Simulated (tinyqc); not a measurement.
Well width for a wanted wavelength.

Inverse problem. The layer is x parts of the first compound and 1 - x of the second, grown coherently on the second as substrate and barrier. Rows of the table: lattice constant a, average valence level Ea on an absolute scale, spin-orbit splitting so, gaps at Gamma, X and L, hydrostatic deformation potentials av and ac (Gamma), shear potential b, elastic constants, electron and heavy-hole (along z) masses. All are interpolated linearly in x; gaps get -C x (1 - x), taken wholly in the conduction band; real line-ups can differ from this model by 0.1 eV or more. In-plane strain e = (a_substrate - a)/a, e_z = -2 (c12/c11) e, volume change 2 e + e_z. With v = 2 e + e_z and d = 2 b (e_z - e): Eav = Ea + av v; E_hh = Eav + so/3 - d/2; E_lh = Eav - so/6 + d/4 + sqrt(so^2 + so d + 9 d^2/4)/2; E_c = Ea + so/3 + EG + ac v (Gamma). Substrate: E_v = Ea + so/3, E_c = E_v + EG. Well depths: dEc = E_c(substrate) - E_c, dEhh = E_hh - E_v(substrate), dElh likewise; strained Gamma gap E_c - max(E_hh, E_lh); positive values confine carriers in the layer. Lowest level of a finite well of width Lw and depth V: kw Lw/2 = arctan(sqrt((mw/mb)(V - E)/E)), kw = sqrt(mw E/C), C = hbar^2/(2 m0), for electrons (dEc) and heavy holes (dEhh), mb from the substrate; transition E_c - E_hh + both levels, without exciton binding; wavelength h c/E. Find Lw and the two levels.

Values chosen for this exercise: fraction of the first compound in the layer x = 0.19; bowing of the Gamma gap CG = 0.477 eV; bowing of the X gap CX = 1.4 eV; bowing of the L gap CL = 0.33 eV.

Constants: q = 1.602176634e-19 C, hbar = 1.054571817e-34 J s, h = 6.62607015e-34 J s, m0 = 9.1093837015e-31 kg, c = 299792458 m/s, hbar^2/(2 m0) = 0.0380998212 eV nm^2. Results are converted to the units shown.

Binary compounds, values chosen for the exercise:

|  | close to InAs | close to GaAs |
|---|---|---|
| a (angstrom) | 6.058 | 5.653 |
| Ea (eV) | -6.67 | -6.92 |
| so (eV) | 0.384 | 0.344 |
| EG (eV) | 0.358 | 1.41 |
| EX (eV) | 1.35 | 1.9 |
| EL (eV) | 1.08 | 1.72 |
| av (eV) | 1 | 1.15 |
| ac (eV) | -5.12 | -7.26 |
| b (eV) | -1.82 | -1.72 |
| c11 (GPa) | 83.1 | 118 |
| c12 (GPa) | 45.5 | 53.2 |
| me (m0) | 0.0233 | 0.0673 |
| mh (m0) | 0.328 | 0.345 |

wavelength = 1007.1628 nm

Answer. Both levels fall steadily as the well widens, so the wavelength rises steadily and one width matches.

Lw = 12.9 nm
electron level = 20.0 meV
heavy-hole level = 4.69 meV

Numbers from tinyqc (`OMP_NUM_THREADS=1 python tinyqc.py 2690084 2690085 out.jsonl`; about 0.01 s on one thread of a shared Intel Xeon 2.30GHz).
